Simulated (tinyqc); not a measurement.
Chip with leakage that grows with temperature, electro-thermal loop and runaway: two steps of the calculation.

One temperature T for the device, T = T0 + Rth P(T), with P(T) = Pd + Pl (T/300 K)^2 exp[(q Ea/kB)(1/(300 K) - 1/T)]. The loop gain is Rth dP/dT; a solution is thermally stable when it is below one.

Inputs (values chosen for the exercise):
```
symbol    value  unit                                  meaning
T0          360     K                      ambient temperature
Pd          2.7     W  temperature-independent switching power
Pl      0.00084     W                   leakage power at 300 K
Ea         0.48    eV         activation energy of the leakage
Rth          17   K/W                       thermal resistance
```

Constants: q = 1.602176634e-19 C, kB = 1.380649e-23 J/K. Results are converted to the units shown.

Problem 1. Temperature by Newton steps. P(T) = Pd + Pl (T/300 K)^2 exp[(q Ea/kB)(1/(300 K) - 1/T)]; P'(T) = (P - Pd)(2/T + q Ea/(kB T^2)); G = Rth P'; T(new) = T + (T0 + Rth P - T)/(1 - G).

T after iteration 1 = 407.39834 K

Find: P; G; T after iteration 2.

Solution 1.

P = 2.9069 W
G = 0.13533
T after iteration 2 = 409.73 K

Problem 2. Loop gain and effective thermal resistance. P(T) = Pd + Pl (T/300 K)^2 exp[(q Ea/kB)(1/(300 K) - 1/T)]; P'(T) = (P - Pd)(2/T + q Ea/(kB T^2)); G = Rth P'. A small change of T0 changes T by 1/(1 - G) times as much.

converged T = 409.74875 K

Find: P; G; dT/dT0.

Solution 2.

P = 2.9264 W
G = 0.14647
dT/dT0 = 1.1716

The feedback is positive: heating raises the power. A second, unstable solution lies at 521.9 K; above it the temperature runs away.

tinyqc, about 0.01 s, one thread, Intel Xeon 2.30GHz (shared host): `OMP_NUM_THREADS=1 python tinyqc.py 2520148 2520149 out.jsonl`
